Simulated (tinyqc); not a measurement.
Inputs raised by 5 %, one at a time: single-band model of a thermoelectric material. Computed by tinyqc, a small Python program. Command: `OMP_NUM_THREADS=1 python tinyqc.py 3013371 3013372 out.jsonl thermo sens`. One thread of a shared host (Intel(R) Xeon(R) Processor @ 2.30GHz), about 0.03 s of CPU time with the checks.

One spherical band, one scattering law, no minority carriers and no phonon drag. In a real material minority carriers limit |S| to about E_g/(2 e T), so larger values are formal. eta = E_F/(k_B T) is counted from the band edge; f = 1/(1 + exp(x - eta)).

Inputs (values chosen for the exercise, for a model material):
```
quantity                                value        unit
density-of-states mass m                  1.2         m_0
mobility parameter mu_300                1700  cm^2/(V s)
temperature exponent p                    2.5           -
lattice thermal conductivity kappa_L       72     W/(m K)
carrier density n                     2.5e+19      1/cm^3
temperature T                             850           K
```

Band: parabolic. Scattering: acoustic phonons, r = -0.5.

Constants: m_0 = 9.1093837015e-31 kg; k_B = 1.380649e-23 J/K; hbar = 1.054571817e-34 J s; k_B = 8.617333262e-05 eV/K; e = 1.602176634e-19 C.

Method:
- With x = E/(k_B T), a = alpha k_B T (0 for a parabolic band), G = x (1 + a x), D = 1 + 2 a x and <y> = int y f (1 - f) dx, f = 1/(1 + exp(x - eta)): tau = tau_0 G^r/D; transport function s = G^(3/2 + r)/D^2; n = N_0 <G^(3/2)> with N_0 = (2 m k_B T)^(3/2)/(3 pi^2 hbar^3).
- Integrals over x = E/(k_B T) use 160 Gauss-Legendre points in u = sqrt(x) from 0 to sqrt(max(eta, 0) + 32).
- Solve for eta.
- sigma = e mu_0 N_0 <s> with mu_0 = e tau_0/m = mu_300 (T/300 K)^(-p); |S| = (k_B/e)(<x s>/<s> - eta); Lorenz number L = (k_B/e)^2 (<x^2 s>/<s> - (<x s>/<s>)^2); kappa_e = L sigma T; zT = S^2 sigma T/(kappa_L + kappa_e).
- Hall factor r_H = <G^(3/2)> <G^(3/2 + 2r)/D^4>/<s>^2; drift mobility sigma/(n e) with n = N_0 <G^(3/2)>; power factor S^2 sigma.

Runs; columns: (1) input moved; (2) from; (3) to; (4) Seebeck coefficient |S| (microvolt/K); (5) conductivity sigma (S/cm); (6) zT; (7) power factor (microwatt/(cm K^2)):
```
(1)                                                 (2)        (3)    (4)    (5)      (6)    (7)
base run                                              -          -  332.8  370.6  0.04815  41.05
density-of-states mass m (m_0)                      1.2       1.26  339.0  371.2  0.05003  42.66
mobility parameter mu_300 (cm^2/(V s))             1700       1785  332.8  389.1  0.05054  43.11
lattice thermal conductivity kappa_L (W/(m K))       72       75.6  332.8  370.6  0.04587  41.05
carrier density n (1/cm^3)                      2.5e+19  2.625e+19  328.7  388.7  0.04924  42.00
temperature T (K)                                   850      892.5  339.0  328.5  0.04652  37.76
temperature exponent p                              2.5      2.625  332.8  325.4  0.04230  36.04
```

Exponents ln(y'/y) / ln(x'/x):
```
input                                 Seebeck coefficient |S|  conductivity sigma      zT  power factor
density-of-states mass m                                0.376               0.032   0.785         0.785
mobility parameter mu_300                               0.000               1.000   0.993         1.000
lattice thermal conductivity kappa_L                    0.000               0.000  -0.994         0.000
carrier density n                                      -0.254               0.977   0.462         0.469
temperature T                                           0.376              -2.468  -0.706        -1.715
temperature exponent p                                  0.000              -2.668  -2.652        -2.668
```

Which inputs matter most for each result?

Among the inputs moved here: Seebeck coefficient |S| answers most in size to density-of-states mass m (exponent +0.376), and about equally to temperature T (+0.376); its exponent is below 0.0005 for mobility parameter mu_300, lattice thermal conductivity kappa_L, temperature exponent p. Conductivity sigma answers most in size to temperature exponent p (exponent -2.668), next to temperature T (-2.468); its exponent is below 0.0005 for lattice thermal conductivity kappa_L. Its exponent +1.000 in mobility parameter mu_300: sigma is proportional to tau_0. Its exponent +0.977 in carrier density n: the mobility hardly depends on n here. zT answers most in size to temperature exponent p (exponent -2.652), next to lattice thermal conductivity kappa_L (-0.994). Its exponent -0.994 in lattice thermal conductivity kappa_L: the lattice carries nearly all the heat. Power factor answers most in size to temperature exponent p (exponent -2.668), next to temperature T (-1.715); its exponent is below 0.0005 for lattice thermal conductivity kappa_L.
